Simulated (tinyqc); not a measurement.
## MOSFET in the linear regime without short-channel effects, parameter extraction from computed curves: extraction methods against the source plus drain resistance

Inversion charge Q = Cox n Vt W0(exp((Vg - VT)/(n Vt))), W0 the Lambert function and n = nf; u = Q/Cox; mobility mu = mu0/(1 + th1 u + th2 u^2); channel resistance Rch = (L - dL)/(W mu Q); Id = Vd/(Rch + Rsd/W). Cox = eps0 eox/tox. Small Vd, no channel-length or drain effects.

From the continuous curve Id(Vg): tangent at peak gm (V_ext = Vg - Id/gm); constant current Id = 0.1 uA W/L; peak of d2Id/dVg2; Y = Id/sqrt(gm) drawn through Vg = VT + 0.6 and VT + 0.8 V, with intercept VT_Y and slope s. Mobilities gm,max L/(W Cox Vd) and s^2 L/(W Cox Vd) with the drawn L. Last column: share of Rsd/W in the total resistance at VT + 0.8 V.

Values chosen for this exercise; channel values of the order met in silicon transistors: temperature T = 300 K; relative permittivity of the gate insulator (close to silicon dioxide) eox = 3.9; insulator thickness tox = 2 nm; low-field mobility mu0 = 480 cm^2/(V s); first mobility attenuation factor th1 = 0.24 1/V; second mobility attenuation factor th2 = 0.06 1/V^2; threshold voltage VT = 0.68 V; body factor nf = 1.13; gate width W = 0.5 um; drawn gate length L = 0.3 um; drawn less effective length dL = 0.015 um; drain voltage Vd = 0.02 V.

Constants: q = 1.602176634e-19 C, kB = 1.380649e-23 J/K, Vt = kB T/q, eps0 = 8.8541878128e-14 F/cm where lengths are in cm. Results are converted to the units shown.

Extraction methods against the source plus drain resistance:
```
Rsd (ohm um),V_ext (V),constant current (V),second derivative (V),VT_Y (V),mobility from gm (cm^2/(V s)),mobility from Y (cm^2/(V s)),series share (%)
0,0.695,0.638,0.673,0.739,399,493,0
50,0.689,0.638,0.672,0.739,378,493,7.89
100,0.684,0.638,0.671,0.739,361,493,14.6
200,0.677,0.638,0.670,0.739,336,493,25.5
400,0.669,0.638,0.667,0.739,300,493,40.7
800,0.658,0.639,0.663,0.739,256,493,57.8
1500,0.648,0.639,0.658,0.739,211,493,72.0
```

The model has VT = 0.68 V and mu0 = 480 cm^2/(V s). Over the table the extracted thresholds move by 47 mV (tangent), 0.89 mV (constant current), 15 mV (second derivative), under 0.5 mV (Y function). The mobility from gm falls from 399 to 211 and that from Y stays near 493 cm^2/(V s). Y cancels the series resistance, which multiplies Id and sqrt(gm) by the same factor.

tinyqc, about 0.01 s, one thread, Intel Xeon 2.30GHz (shared host): `OMP_NUM_THREADS=1 python tinyqc.py 2210024 2210025 out.jsonl`
